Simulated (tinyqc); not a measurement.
Vertical double-diffused power MOSFET, components of the on-resistance: two steps of the calculation.

Stripe cells of pitch Wp + a, two channels a cell. Current flows through the channels, spreads in the accumulation layer, passes the gap between the p bodies and spreads at 45 degrees into the drift layer below them. Low drain voltage, full ionisation.

Parameters, values chosen for the exercise; bulk values close to those of 4H silicon carbide: temperature T = 450 K; relative permittivity eps_r = 9.78; critical-field constant Kc = 22500 V/cm per (cm^-3)^(1/8); rated breakdown voltage of the drift layer BV = 6500 V; drift mobility at 300 K mud = 806 cm^2/(V s); temperature exponent of the drift mobility bt = 2.2; gate oxide thickness (eps_r 3.9) tox = 78 nm; gate overdrive Vov = 11 V; channel mobility mch = 35 cm^2/(V s); accumulation-layer mobility mac = 54 cm^2/(V s); channel length Lc = 0.6 um; width of the p body in one cell, channels included Wp = 2.2 um; gap between neighbouring p bodies a = 2.9 um; depth of the p body xp = 1.1 um; doping of the gap over the drift doping Nj = 2; built-in voltage of the body junction Vbi = 2.68 V; substrate and contact resistance Rs = 0.5 mohm cm^2.

Constants: q = 1.602176634e-19 C, eps0 = 8.8541878128e-14 F/cm where lengths are in cm. Results are converted to the units shown.

Problem 1. Drift layer. Triangular field at breakdown with Ec = Kc N^(1/8): BV = eps0 eps_r Ec^2/(2 q N), so N = (eps0 eps_r Kc^2/(2 q BV))^(4/3); W = 2 BV/Ec; mu = mud (T/300 K)^(-bt); rho = 1/(q mu N); ideal resistance rho W.

Find: drift doping N; Ec; drift thickness W; electron mobility mu at T; drift resistivity rho; ideal resistance.

Solution 1.

drift doping N = 1.252e15 cm^-3
Ec = 1.735 MV/cm
drift thickness W = 74.91 um
electron mobility mu at T = 330.3 cm^2/(V s)
drift resistivity rho = 15.09 ohm cm
ideal resistance = 113.1 mohm cm^2

Problem 2. Components of the on-resistance. Pitch p = Wp + a, Cox = 3.9 eps0/tox; zero-bias depletion in the gap w0 = sqrt(2 eps0 eps_r Vbi/(q N Nj)), open gap g = a - 2 w0; R_ch = Lc p/(2 mch Cox Vov); R_acc = 0.6 a p/(4 mac Cox Vov), 0.6 being an empirical factor for current leaving the layer along its length; R_gap = (rho/Nj) xp p/g; spreading depth t = min(W, (p - g)/2); R_drift = (rho p/2) ln((g + 2 t)/g) + rho (W - t); R_on = the sum with Rs.

drift doping N = 1.2519832e15 cm^-3
drift thickness W = 74.913661 um
electron mobility mu at T = 330.31955 cm^2/(V s)
drift resistivity rho = 15.092349 ohm cm

Wanted: w0; g; components; R_on; shares.

Solution 2.

w0 = 1.076 um
g = 0.7488 um
components (mohm cm^2): channel 0.8977, accumulation 0.8436, gap 5.654, drift 117.2, substrate 0.5000
R_on = 125.1 mohm cm^2
shares (%): channel 0.72, accumulation 0.67, gap 4.52, drift 93.69, substrate 0.40

The drift term is the largest. R_on is 1.11 times the ideal drift resistance rho W, and spreading raises the drift term to 1.04 times it.

tinyqc, about 0.01 s, one thread, Intel Xeon 2.30GHz (shared host): `OMP_NUM_THREADS=1 python tinyqc.py 2230128 2230129 out.jsonl`
